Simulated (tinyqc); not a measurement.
What moves the optical response: interband optics of a two-band s-p chain from momentum matrix elements.

H(k) = [[Es - 2 ts cos ka, 2i V sin ka], [-2i V sin ka, Ep_ + 2 tp cos ka]] in the basis s, p; the lower band is full, with two electrons a cell. The velocity operator times hbar is W = dH/dk (eV angstrom); intra-atomic dipoles are left out.

With w(k) = |<c|W|v>|^2 and D(k) = Ec - Ev, on the mesh k_j = (j + 1/2)/N (2 pi/a): eps(E) = 1 + (8 pi e2/(a Ar)) mean_j (w/D^2) [1/(D - E - i eta) + 1/(D + E + i eta)], e2 = e^2/(4 pi eps0); light polarised along the chains, no local fields.

Constants: e^2/(4 pi eps0) = 14.39964547 eV angstrom; hbar^2/2m0 = 3.80998211 eV angstrom^2.

Inputs chosen for the exercise: a = 3.71 angstrom (period); Es = 2.75 eV (upper orbital (s)); Ep_ = -1.63 eV (lower orbital (p)); ts = 0.67 eV (s-s hopping); tp = 0.3 eV (p-p hopping); V = 1.47 eV (s-p hopping); Ar = 9.6 angstrom^2 (cross-section per chain).

Mesh of 400 points; n_eff = 2 mean(w/(c D)), c = hbar^2/2m0.

Results for these values:
```
case  smallest D (eV)  largest D (eV)  n_eff  eps(0)
base            2.440           7.490  4.962  15.644
```

What happens to each result for a = 3.896 angstrom, all else kept?

Answer: smallest D does not change at the printed digits; largest D does not change at the printed digits; n_eff rises from 4.962 to 5.473; eps(0) rises from 15.644 to 16.378.

The same for each parameter in turn:
```
case                   smallest D (eV)  largest D (eV)  n_eff  eps(0)
base                             2.440           7.490  4.962  15.644
a = 3.896 angstrom               2.440           7.490  5.473  16.378
Es = 3.05 eV                     2.740           7.691  4.792  12.606
ts = 0.804 eV                    2.173           7.544  5.038  18.923
V = 1.617 eV                     2.441           7.932  5.667  17.473
Ar = 10.56 angstrom^2            2.440           7.490  4.962  14.313
```

Run: tinyqc, `OMP_NUM_THREADS=1 python tinyqc.py 1681190 1681191 out.jsonl`; Intel(R) Xeon(R) Processor @ 2.30GHz, one thread, shared host; about 0.01 s of CPU time with all checks.
